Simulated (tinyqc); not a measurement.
# Worked calculation: six-transistor SRAM cell, nodal equations and margins

Program tinyqc, `OMP_NUM_THREADS=1 python tinyqc.py 2340130 2340131 out.jsonl`; Intel Xeon 2.30GHz, shared host, one thread, about 0.2 s. Printed values are rounded.

Two cross-coupled inverters (pull-down bn, pull-up bp) hold the nodes Q and QB; access transistors (ba, threshold VTn, gate on the word line at Vdd when selected) join them to the bit lines. Transistor (EKV form, voltages against the body): I = 2 n b Vt^2 [F(vp - Vs) - F(vp - Vd)] from drain to source, F(v) = ln^2(1 + exp(v/(2 Vt))), vp = (Vg - VT + sg |Vd - Vs|)/n. n-channel bodies are at 0; for the p-channel device all voltages are counted down from Vdd. b in uA/V^2 gives I in uA. For an access transistor the bit line is the drain and the node the source. In a read both bit lines are at Vdd. The cell is symmetric (no mismatch).

Values chosen for this exercise:

| symbol | value | unit | meaning |
|---|---|---|---|
| T | 300 | K | temperature |
| Vdd | 1 | V | supply voltage |
| n | 1.34 |  | slope factor |
| sg | 0.068 |  | drain-induced barrier lowering |
| VTn | 0.35 | V | n-channel threshold |
| VTp | 0.39 | V | p-channel threshold (magnitude) |
| bn | 680 | uA/V^2 | gain factor of the pull-down transistor |
| ba | 450 | uA/V^2 | gain factor of the access transistor |
| bp | 280 | uA/V^2 | gain factor of the pull-up transistor |

Constants: q = 1.602176634e-19 C, kB = 1.380649e-23 J/K, Vt = kB T/q. Results are converted to the units shown.

## Iteration 1: node voltages in a read by Newton steps

(Q, QB) at the start (V): Q 0.00000, QB 1.00000

F1 = In(gate QB, drain Q) - Ip(gate QB, drain Q) - Ia(bit line, Q), F2 the same with Q and QB exchanged; J by central differences with +/- 1e-6 V; solve J d = -F, limit each component to +/- 0.15 V and add.

F1, F2 (uA): -86.5624  0.0003

J (uS):
```
          Q       QB
F1  781.453    0.001
F2    0.010  170.778
```

(Q, QB) after iteration 1 (V): Q 0.110771, QB 0.999991

## Iteration 2: node voltages in a read by Newton steps

As before.

F1, F2 (uA): -9.11648  0.00682

J (uS):
```
          Q       QB
F1  616.800   75.446
F2    0.224  139.707
```

(Q, QB) after iteration 2 (V): Q 0.125560, QB 0.999919

## Course of the iteration: node voltages in a read by Newton steps

Stop when the largest change of (Q, QB) is below 1e-9 V, or after 30 iterations. The rule counts as met only at the stable state with Q low.

Course of the iteration:
```
iteration     Q (V)  largest |change| of one entry (V)
1          0.110771                              0.111
2          0.125560                             0.0148
3          0.125836                            2.76e-4
4          0.125837                            9.94e-8
5          0.125837                           1.37e-14
```

Converged in 5 iterations. At the end the number of correct digits about doubles with each step.

## Read current and disturbance

(Q, QB) (V): Q 0.125837, QB 0.999910

Iread = Ia(bit line at Vdd, source Q); cell ratio bn/ba; time to pull a bit line of 20 fF down by 0.1 V at that current.

Iread = 49.1170 uA
cell ratio = 1.51111
time = 40.7191 ps

The read lifts the low node to 126 mV, against a balance point of 457 mV.

## The largest square in the read butterfly

c, point 0 to 6 (V): 0.16  0.26  0.37  0.45  0.52  0.58  0.63

f(x) is the node voltage of one half-cell in a read for input x (In - Ip - Ia = 0). Static noise margin: side of the largest square between the curve (x, f(x)) and its mirror image (f(y), y); with h(c) the root x of f(x) - x = c, it is the maximum over c > 0 of h(c) - h(-c) + c.

```
point  h(c) (V)  h(-c) (V)  side (V)
0      0.432884   0.519322  0.073562
1      0.426295   0.568409  0.117886
2      0.418916   0.626566  0.162351
3      0.410649   0.672436  0.188213
4      0.395198   0.717221  0.197977
5      0.371708   0.759533  0.192175
6      0.343774   0.797157  0.176616
```

The maximum over c is 198.0 mV, the read margin; with the word line off (no Ia) the same construction gives 375.9 mV.
